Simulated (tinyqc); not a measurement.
# Nucleation and growth of vacancy voids in a cooling silicon-like crystal, step by step

A worked calculation. Computed by tinyqc, a small Python program that keeps every step. Command: `OMP_NUM_THREADS=1 python tinyqc.py 3021141 3021142 out.jsonl voids walk`. One thread of a shared host (Intel(R) Xeon(R) Processor @ 2.30GHz), about 0.4 s of CPU time with the checks. Intermediate numbers are printed to about 7 digits and carried at full precision; extremes and crossings named in words are read from the listed rows.

Spherical voids; vacancies are lost only to voids.

Inputs (values chosen for the exercise, close to those used for silicon):
```
quantity                                    value    unit
vacancy density at the melting point C_m  5.6e+14  1/cm^3
formation energy E_f                         4.07      eV
melting point T_m                            1685       K
diffusion prefactor D0                     0.0018  cm^2/s
migration energy E_m                         0.36      eV
site density rho                            5e+22  1/cm^3
void surface energy gamma                   0.915   J/m^2
cooling rate q                               0.66   K/min
vacancy excess C0                         2.1e+13  1/cm^3
temperature of the worked step T             1360       K
temperature step                              0.2       K
```

Vacancy supply: given.

Constants: k_B = 8.617333262e-05 eV/K; k_B = 1.380649e-23 J/K; e = 1.602176634e-19 C.

## Vacancy excess

C = C0 as given.

initial excess C = 2.10e+13 1/cm^3

## Nucleation rate at T with the initial excess

C_e = C_m exp[-(E_f/k_B)(1/T - 1/T_m)]; D = D0 exp(-E_m/(k_B T)); f = k_B T ln(C/C_e); r* = 2 gamma/(rho f); W* = 16 pi gamma^3/(3 rho^2 f^2); Z = f/sqrt(12 pi W* k_B T); I = rho Z (4 pi r* D C) exp(-W*/(k_B T)).

C_e = 6.904678e+11 1/cm^3

D = 8.340913e-05 cm^2/s

driving force f = 0.4002127 eV

critical radius r* = 0.5707946 nm

W*/(k_B T) = 66.50391

rate I = 5.618245e-05 1/(cm^3 s)

Cooling by 10 K multiplies I by 2300: nucleation switches on within a narrow range of temperature.

## Cooling through the nucleation range

March down from 1500 K in steps dT, dt = dT/q, with values at the upper end of each step: a class of I dt voids is born with r*; then all classes grow by r^2 += 2 D (C - C_e) dt/rho; C falls by the vacancies added to voids. Stop at 1150 K. T_n is the T of the largest I, N the final count (classes under 1e-6 /cm^3 are dropped), and the mean radius the number average.

Rows around the peak of I:
```
T (K)    C (1/cm^3)  C_e (1/cm^3)  I (1/(cm^3 s))  voids (1/cm^3)  mean radius (nm)
1366   2.100000e+13  8.042492e+11    2.441669e-07    1.538381e-05          19.15433
1356   2.100000e+13  6.232366e+11    1.493222e-03    1.548894e-01          25.89072
1346   2.099809e+13  4.811382e+11    1.961135e+00    2.483754e+02          27.86062
1341   2.094739e+13  4.221334e+11    4.175840e+01    6.022671e+03          29.06365
1338   2.068260e+13  3.900801e+11    1.703651e+02    3.115167e+04          30.79750
1336   2.010202e+13  3.700022e+11    2.468937e+02    7.015127e+04          33.79704
1334   1.894011e+13  3.509021e+11    1.548649e+02    1.098218e+05          39.73545
1332   1.725037e+13  3.327351e+11    3.794379e+01    1.271487e+05          48.19981
1330   1.530869e+13  3.154581e+11    4.172281e+00    1.304078e+05          56.62416
1327   1.239314e+13  2.911223e+11    4.346454e-02    1.307178e+05          66.29391
1324   9.780682e+12  2.685662e+11    1.086727e-04    1.307204e+05          72.99436
```

temperature of peak nucleation T_n = 1336 K

void density N = 130720.4 1/cm^3

mean radius = 90.86145 nm

vacancies left at 1150 K = 2.390512e+09 1/cm^3

I rises as supersaturation builds and collapses once the first voids have drawn C down by 4 % at the peak. Nearly all the excess then goes into these voids: [3 C/(4 pi rho N)]^(1/3) = 91.5 nm.

## Cooling rate

The formulas are those given above.

At fixed C:
```
q (K/min)  T_n (K)    N (1/cm^3)  mean radius (nm)
0.066       1345.4  4.359471e+03          282.6634
0.170       1341.6  1.763648e+04          177.3059
0.330       1339.0  4.697271e+04          127.8618
0.660       1336.0  1.307204e+05           90.8615
1.300       1333.0  3.555971e+05           65.0577
2.600       1329.6  9.891205e+05           46.2345
6.600       1325.0  3.909436e+06           29.2185
```

Over the rows N goes as q^1.48 and the radius as q^-0.49, near the 3/2 and -1/2 of the scaling argument (depletion time 1/(4 pi N r D) equal to the time in the nucleation range, at fixed N r^3). T_n drops only 20 K for a factor 100 in q. Fast cooling gives many small voids, which an anneal can dissolve.

## Vacancy excess varied

The formulas are those given above.

At fixed q:
```
C (1/cm^3)  T_n (K)  N (1/cm^3)  mean radius (nm)
8.40e+12     1292.4    249990.3           53.8815
1.30e+13     1313.0    183522.2           69.1228
2.10e+13     1336.0    130720.4           90.8615
3.40e+13     1359.8     92977.3          119.5798
5.20e+13     1381.4     68860.3          152.3361
```

More vacancies nucleate earlier (T_n rises by 89 K) and give fewer, larger voids: N goes as C^-0.71 and the radius as C^0.57, steeper than the -1/2 and +1/2 of the scaling argument at fixed D, because D rises with T_n.

Checks made by the program: Z against the curvature of W(n) (relative difference below 1e-10); N against a run with half the step (relative difference 2e-03).
